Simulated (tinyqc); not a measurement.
What a faster ramp buys: rapid thermal processing of a wafer: radiative balance, ramp and cooling, pattern effects, pyrometer error and spike budget. Computed by tinyqc, a small Python program. Command: `OMP_NUM_THREADS=1 python tinyqc.py 3113496 3113497 out.jsonl rtp walk`. One thread of a shared host (Intel(R) Xeon(R) Processor @ 2.30GHz), about 0.04 s of CPU time with the checks.

The wafer is opaque and uniform through its thickness unless said otherwise; temperatures in formulas are in kelvin (C + 273.15). sigma = 5.670374419e-12 W/(cm^2 K^4).

Inputs (values chosen for the exercise, modelled on a hot silicon wafer):
```
quantity                                              value         unit
wafer thickness d                                       625   micrometre
heat capacity per volume C                             2.11   J/(cm^3 K)
thermal conductivity k                                 0.27     W/(cm K)
emissivity eps of each face                            0.62            -
reflectivity of the chamber walls r                    0.19            -
gas heat-transfer coefficient h, both faces together    1.3  mW/(cm^2 K)
wall temperature T_w                                    350            K
process temperature                                     687            C
starting temperature                                    450            C
ramp rate                                               140          K/s
activation energy of the process E_a                   1.24           eV
```

Constants: k_B = 8.617333262e-05 eV/K.

Method:
- Effective emissivity between parallel grey plates: eps_eff = 1/(1/eps + 1/(1 - r) - 1). Loss per area q(T) = 2 eps_eff sigma (T^4 - T_w^4) + h (T - T_w).
- Absorbed power during a ramp = q(T) + C d x ramp rate; thermal time constant tau = C d/(dq/dT), dq/dT = 8 eps_eff sigma T^3 + h; natural cooling rate q/(C d); front-to-back difference under one-sided heating at the end of the ramp = (absorbed power) d/(2 k).
- Cooling with the lamps off: C d dT/dt = -q(T), integrated adaptively (relative tolerance 1e-10).
- Spike anneal: linear ramp to the peak, then lamps off. Equivalent time at the peak = int exp(-(E_a/k_B)(1/T - 1/T_peak)) dt; estimate (k_B T^2/E_a)(1/ramp rate + 1/cooling rate). The ramp part uses 4000 trapezoid steps, the cooling part 4000 steps over 4 tau.

time constant tau = 5.72521 s

holding power q = 5.91807 W/cm^2

natural cooling rate = 44.8764 K/s

Against the ramp rate:
```
ramp (K/s)  ramp part (s)  cooling part (s)  total (s)  power at the peak (W/cm^2)
10                 5.6637            1.5988     7.2626                        7.24
25                 2.2655            1.5988     3.8643                        9.21
50                 1.1327            1.5988     2.7316                       12.51
100                0.5664            1.5988     2.1652                       19.11
250                0.2265            1.5988     1.8254                       38.89
500                0.1133            1.5988     1.7121                       71.86
1000               0.0566            1.5988     1.6555                      137.79
```

From 10 to 100 K/s the total falls by a factor 3.4, from 100 to 1000 K/s by 1.31: the cooling part, 1.60 s, is a floor, and the natural cooling rate here is 44.9 K/s.

Extremes, crossings and ranges named in words are read from the listed rows.
